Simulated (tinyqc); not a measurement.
MOSFET with velocity saturation and source resistance: course of the iteration: saturation current with source resistance.

Strong inversion, charge Q = Cox (Vg - m V) at channel potential V with Vg the gate overdrive, and drift velocity v = mu E/(1 + mu E/vsat). Integrating along the channel gives I = mu Cox (1/L)(Vg Vd - m Vd^2/2)/(1 + Vd/Vc) per width, Vc = vsat L/mu, which peaks at Vdsat. Units: I in uA/um, Rs in ohm um, so the drop over Rs is 1e-6 I Rs volts.

Vg = Vgs - I Rs - VT (0 if negative), mu = mu0/(1 + th Vg), Vc = vsat L/mu, x = sqrt(1 + 2 Vg/(m Vc)), Vdsat = 2 Vg/(m (1 + x)), Isat = Cox vsat Vg (x - 1)/(x + 1) per width. I(new) = Isat.

Stop when I changes by less than 1e-6 uA/um, or after 80 iterations.

Parameters, values chosen for the exercise:
- Cox = 1.68 uF/cm^2 (gate capacitance)
- mu0 = 310 cm^2/(V s) (mobility at low gate voltage)
- th = 0.1 1/V (mobility degradation)
- vsat = 9.7e6 cm/s (saturation velocity)
- m = 1.24 (body factor)
- VT = 0.43 V (threshold)
- L = 0.18 um (channel length)
- Rs = 50 ohm um (source resistance)
- Vgs = 2.5 V (gate voltage)

I at the start = 0 uA/um

Course of the iteration:
```
iteration  I (uA/um)  |change| (uA/um)
1            1407.09              1410
2            1343.21              63.9
3            1346.10              2.89
4            1345.97             0.131
5            1345.97           5.92e-3
6            1345.97           2.68e-4
7            1345.97           1.21e-5
8            1345.97           5.48e-7
```

Did this iteration meet its convergence test, and what does its course show?

Yes. Converged in 8 iterations. At the end each change is about 0.045 times the one before, with alternating sign: linear convergence. The resistance lowers Isat by 4.34 %.

Numbers from tinyqc (`OMP_NUM_THREADS=1 python tinyqc.py 2500030 2500031 out.jsonl`; about 0.01 s on one thread of a shared Intel Xeon 2.30GHz).
